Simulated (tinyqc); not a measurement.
# Short-channel transistor, virtual-source model with series resistance: two studies

The current per gate width is the charge at the top of the source barrier (the virtual source) times its velocity times a saturation function; al and be are fitting constants of the model. Units: I in uA/um, Rs in ohm um, so I Rs = 1e-6 I Rs in volts; Q in uC/cm^2, so I = 1e-4 Q vx0 Fsat with vx0 in cm/s.

Parameters, values chosen for the exercise:
- T = 300 K (temperature)
- Cinv = 2.37 uF/cm^2 (inversion capacitance)
- vx0 = 5.28e6 cm/s (velocity at the virtual source)
- mu = 200 cm^2/(V s) (apparent mobility)
- L = 130 nm (channel length)
- VT0 = 0.46 V (threshold at zero drain voltage)
- dl = 0.184 V/V (drain-induced barrier lowering)
- n0 = 1.51 (subthreshold factor)
- nd = 0.1 1/V (growth of n with drain voltage)
- al = 3.5 (threshold shift (in units of Vt) from weak to strong inversion)
- be = 1.4 (sharpness of saturation)
- Rs = 70 ohm um (series resistance of each contact)

Constants: q = 1.602176634e-19 C, kB = 1.380649e-23 J/K, Vt = kB T/q. Results are converted to the units shown.

Each table varies one quantity; the others keep the values above.

## Effect of the apparent mobility on the on and off currents

Intrinsic voltages Vg' = Vgs - I Rs, Vd' = Vds - 2 I Rs. n = n0 + nd Vd', VT = VT0 - dl Vd', Ff = 1/(1 + exp((Vg' - VT + al Vt/2)/(al Vt))), Q = Cinv n Vt ln(1 + exp((Vg' - VT + al Vt Ff)/(n Vt))), Vdsat = (vx0 L/mu)(1 - Ff) + Vt Ff, Fsat = u/(1 + u^be)^(1/be) with u = Vd'/Vdsat, and I = Q vx0 Fsat per width. I is solved self-consistently. Ion is I at Vgs = Vds = 0.7 V, Ioff at Vgs = 0, Vds = 0.7 V, and Rlin = Vds/I at Vgs = 0.7 V, Vds = 0.05 V.

Effect of the apparent mobility on the on and off currents:
```
mu (cm^2/(V s))	Ion (uA/um)	Ioff (nA/um)	log10(Ion/Ioff)	Rlin (ohm um)
50	175.1	124.3	3.149	4369
85	240.6	125.9	3.281	2653
140	298.8	126.7	3.373	1692
240	347.6	127.2	3.437	1075
410	378.6	127.4	3.473	717.5
700	396.1	127.6	3.492	507.7
1200	405.1	127.7	3.502	382.2
2000	409.4	127.7	3.506	309.5
```

What does the comparison show?

As mu goes from 50 to 2000 cm^2/(V s), Ion rises from 175 to 409 uA/um, Ioff rises from 124 to 128 nA/um and Rlin falls from 4370 to 309 ohm um. Ion changes by a factor of 2.34 and Ioff by 1.03.

## Transfer curves at low and high drain voltage

Same model as above.

Columns for Vds = 0.05 V and 0.7 V; gm = dI/dVgs at 0.7 V.

Result of one run:
```
Vgs (V)	I, low Vds (uA/um)	I, high Vds (uA/um)	gm (uS/um)
0.44	10.89	119.7	730.6
```

What becomes of these results when the gate voltage Vgs is changed from 0.44 to 0.61 V, all else the same?

Result of the changed run:
```
Vgs (V)	I, low Vds (uA/um)	I, high Vds (uA/um)	gm (uS/um)
0.61	29.10	256.2	845.8
```

The whole series:
```
Vgs (V)	I, low Vds (uA/um)	I, high Vds (uA/um)	gm (uS/um)
0	0.003655	0.1270	2.977
0.09	0.03269	0.9827	21.42
0.17	0.2014	5.040	94.69
0.26	1.171	21.94	301.9
0.35	4.420	60.89	557.9
0.44	10.89	119.7	730.6
0.52	18.80	181.6	806.9
0.61	29.10	256.2	845.8
0.7	40.08	333.1	860.3
```

At Vds = 0.7 V the current spans 3.4 decades, from 0.127 to 333 uA/um. Between the first two rows the swing is 101 mV a decade, against n Vt ln 10 = 94.1. At Vgs = 0 the higher drain voltage raises the current by a factor of 34.8, at Vgs = 0.7 V by 8.31. The transconductance rises from 2.98 to 860 uS/um; Cinv vx0, its value in strong inversion and saturation without series resistance, is 1250 uS/um.

Numbers from tinyqc (`OMP_NUM_THREADS=1 python tinyqc.py 2380077 2380078 out.jsonl`; about 0.01 s on one thread of a shared Intel Xeon 2.30GHz).
